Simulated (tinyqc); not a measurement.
# MOSFET in saturation, small-signal circuit and noise: effect of the finger width on speed and noise

Bias by the inversion coefficient IC = I/Ispec (charge-based model with velocity saturation; weak inversion below 0.1, strong above 10). Common-source circuit: gm, gds, Cgs, Cgd and Cj at the inner nodes, Rg in series with the gate; quasi-static, no source or drain resistance, no gate-body capacitance, no substrate network, no induced gate noise, so fmax is an upper estimate.

Ispec = 2 n mu Cox (W/L) Vt^2, lc = Ls/L, gms = [sqrt((lc IC + 1)^2 + 4 IC) - 1]/[2 + lc (lc IC + 1)], gm = gms Ispec/(n Vt), gds = sg gm. qs = [sqrt(1 + 4 IC) - 1]/2, Cgs = Cox W L qs (2 qs + 3)/(3 (qs + 1)^2) + Cov W, Cgd = Cov W, Cd = Cj W, Rg = Rsh (Wf/L)/(12 Nf) + Rc/W with Nf = W/Wf fingers (not rounded) contacted at both ends. fT = gm/(2 pi (Cgs + Cgd)), fmax = fT/(2 sqrt(Rg (gds + 2 pi fT Cgd))). Channel noise Sid = 4 kB T gam n gm with gam = (1/2 + (2/3) qs)/(1 + qs) + gw lc IC, qs = [sqrt(1 + 4 IC) - 1]/2, lc = Ls/L (the last term an empirical rise with velocity saturation); at the gate, white noise Sw = Sid/gm^2 + 4 kB T Rg. Number fluctuation with correlated mobility: S(f) = K/f, K = q^2 Vt lt Nt/(W L Cox^2) (1 + ac mu Cox I/gm)^2, Vt in eV with Nt per eV. Corner fc = K/Sw. IC is held fixed.

Inputs (values chosen for the exercise): temperature T = 400 K; gate length L = 180 nm; total gate width W = 40 um; gate capacitance Cox = 1.36 uF/cm^2; mobility mu = 390 cm^2/(V s); slope factor n = 1.17; velocity-saturation length Ls = 20 nm; ratio gds/gm sg = 0.03; overlap and fringe capacitance per side Cov = 0.35 fF/um; drain junction capacitance Cj = 0.33 fF/um; sheet resistance of the gate Rsh = 20 ohm; gate contact and vertical resistance Rc = 100 ohm um; inversion coefficient IC = 19; short-channel excess of the noise factor gw = 0.07; oxide trap density Nt = 1.7e18 cm^-3 eV^-1; tunnelling length into the oxide lt = 0.1 nm; Coulomb scattering coefficient ac = 10000 V s/C.

Constants: q = 1.602176634e-19 C, kB = 1.380649e-23 J/K, Vt = kB T/q. Results are converted to the units shown.

The same in every row: I (uA) = 6226; fT (GHz) = 53.40.

Effect of the finger width on speed and noise:
```
Wf (um),Rg (ohm),fmax (GHz),sqrt(Sw) (nV/Hz^0.5),fc (MHz)
0.25,2.514,225.9,0.8722,689.3
0.5,2.558,224.0,0.8727,688.5
1,2.731,216.8,0.8749,685.0
2,3.426,193.5,0.8837,671.5
4,6.204,143.8,0.9177,622.6
8,17.31,86.09,1.043,482.1
```

What does the table show?

As Wf goes from 0.25 to 8 um, fT stays at 53.4 GHz, fmax falls from 226 to 86.1 GHz, the white noise rises from 0.872 to 1.04 nV/Hz^0.5 and the corner falls from 689 to 482 MHz. The finger width leaves fT alone and acts through Rg, whose sheet part goes as Wf^2. For Wf = 0.25 to 1 um fmax exceeds 4 fT, where channel resistance and substrate losses, left out here, would cap it.

tinyqc, about 0.01 s, one thread, Intel Xeon 2.30GHz (shared host): `OMP_NUM_THREADS=1 python tinyqc.py 2150012 2150013 out.jsonl`
